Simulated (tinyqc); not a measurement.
Mobility of a non-polar semiconductor in the relaxation-time approximation: one step, computed by the program tinyqc. Command: `OMP_NUM_THREADS=1 python tinyqc.py 3010609 3010610 out.jsonl rta walk`. One thread of a shared host (Intel(R) Xeon(R) Processor @ 2.30GHz), about 0.01 s of CPU time with the checks.

Each valley is treated as a sphere of mass m_d for states and rates, with one isotropic relaxation time; the conductivity mass m_c sets the current.

Problem. Masses. m_d = (m_l m_t^2)^(1/3); 1/m_c = (1/m_l + 2/m_t)/3; Hall mass factor A = 3 K_m (K_m + 2)/(2 K_m + 1)^2, K_m = m_l/m_t; N_I = n (1 + C)/(1 - C).

Inputs (values chosen for the exercise, modelled on electrons in germanium):
```
quantity                 value    unit
longitudinal mass m_l     1.63     m_0
transverse mass m_t     0.0813     m_0
carrier density n      1.1e+18  1/cm^3
compensation ratio C         0       -
```

Band: parabolic. Impurity formula: Brooks-Herring. Further scattering: alloy.

Give: density-of-states mass m_d; conductivity mass m_c; Hall mass factor A; ionised impurity density N_I.

Solution.

density-of-states mass m_d = 0.2209 m_0

conductivity mass m_c = 0.1190 m_0

Hall mass factor A = 0.7852

ionised impurity density N_I = 1.10e+18 1/cm^3
